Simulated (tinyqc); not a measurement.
What moves the results: hole subbands of a hard-walled well, four-band Luttinger model. A value that a table varies takes the place of the one given here.

Hole energies are counted downwards from the unstrained band edge, c = hbar^2/2m0. After the usual block transformation one block is H = [[P + Q - Zs, R - i S], [R + i S, P - Q + Zs]] in (heavy, light), with P +/- Q = c [(g1 +/- g2) k^2 + (g1 -/+ 2 g2) kz^2], R = sqrt(3) c gR k^2, S = 2 sqrt(3) c g3 k kz, kz = -i d/dz; axial approximation gR = (g2 + g3)/2. Zs = b (e_par - e_perp) is the shear part of the strain (the hydrostatic part shifts all levels alike and is left out). Basis sqrt(2/L) sin(n pi z/L), n = 1 to N, for each component: kz^2 gives (n pi/L)^2 and the heavy-light block is R delta_nm - 2 sqrt(3) c g3 k D_nm with D_nm = 4 n m/(L (n^2 - m^2)) for n + m odd, 0 otherwise. The other block has the same levels. The split-off band is left out.

Constants: hbar^2/2m0 = 3.80998211 eV angstrom^2.

Parameters, chosen for this exercise (near those of GaAs; shifted at random, so the results belong to these values and not to a real crystal):
- g1 = 6.98 (Luttinger gamma1)
- g2 = 2.06 (gamma2)
- g3 = 2.93 (gamma3)
- L = 125 angstrom (well width along [001])
- k = 0.0243 1/angstrom (wave vector in the plane)
- Zlist = (-0.0224, -0.0137, -0.0077, -0.0027, 0, 0.0089, 0.0197) eV (shear strain energies (negative: tension in the plane, for b < 0))

## Which coupling does what

shear strain energy Zs = -0.040684 eV
N = 20, at the given k. Diagonal: R = S = 0. Along [100] and [110] gR is g2 and g3 instead of their mean.

Hole energies (meV):
```
model        E1     E2     E3     E4
diagonal  -2.90  67.90  77.24  88.55
R alone   -4.21  69.22  71.65  94.14
S alone   -7.73  42.91  77.31  79.46
axial     -8.91  41.82  77.71  79.99
[100]     -8.54  42.17  77.56  79.85
[110]     -9.35  41.41  77.91  80.13
```

The couplings move E1 by -6.01 meV: R alone by -1.31, S alone by -4.83, so S matters more at k L/pi = 0.97 (R grows as k^2 and joins equal n, S as k and joins n of opposite parity). Warping spreads E1 by 0.81 meV between [100] and [110], the hole being heavier along [110]; the axial value lies between them.

## Strain

N = 20. dE is the rise of the top subband from k = 0 to k1 = pi/(4L), m1 = c k1^2/dE (dash if dE is not positive), and the heavy weight is taken at k = pi/L.

Top subband:
```
Zs (eV)  HH1 (meV)  LH1 (meV)  dE (meV)  heavy weight  m1 (m0)
-0.0224       29.3        4.3     0.103         0.150    1.456
-0.0137       20.6       13.0    -0.266         0.248        -
-0.0077       14.6       19.0     0.883         0.361    0.170
-0.0027        9.6       24.0     1.025         0.492    0.147
0.0000         6.9       26.7     1.051         0.574    0.143
0.0089        -2.0       35.6     1.104         0.807    0.136
0.0197       -12.8       46.4     1.145         0.918    0.131
```

HH1 and LH1 cross at Zs = -2 c g2 (pi/L)^2 = -0.0099 eV; for more negative Zs the light hole is on top. Among the rows with HH1 on top, m1 goes from 0.170 to 0.131 m0 as the splitting widens from 4 to 59 meV, against the unmixed 1/(g1 + g2) = 0.111: compression lightens the holes here. A dash marks a top subband whose hole energy at k1 lies below that at k = 0: an electron-like (negative) mass. m1 describes the neighbourhood of k = 0 only; where HH1 and LH1 lie close, the band may peak further out.

## Size of the sine basis

The four lowest hole energies at the given k for growing N.

Hole energies (meV):
```
N       E1      E2      E3      E4
2   -8.296  51.216  87.923  99.950
3   -8.551  42.910  80.077  84.179
4   -8.764  42.429  77.973  80.408
6   -8.858  41.997  77.793  80.116
10  -8.900  41.857  77.728  80.015
20  -8.912  41.823  77.711  79.988
40  -8.914  41.819  77.709  79.985
80  -8.914  41.818  77.708  79.984
```

Is N = 3 enough for 1 meV in the two lowest levels?

No: against N = 80, N = 3 errs by up to 1.09 meV in E1 and E2, always upwards, as a variational basis must. Both are within 0.1 meV of N = 80 from N = 10 on; N = 40 and N = 80 differ by 5.6e-04 meV at most.

Computed by tinyqc, a small Python program: `OMP_NUM_THREADS=1 python tinyqc.py 1280593 1280594 out.jsonl` (the numbers bound the seed that draws the inputs); one thread of a shared host (Intel(R) Xeon(R) Processor @ 2.30GHz), about 0.1 s for the whole set of steps.
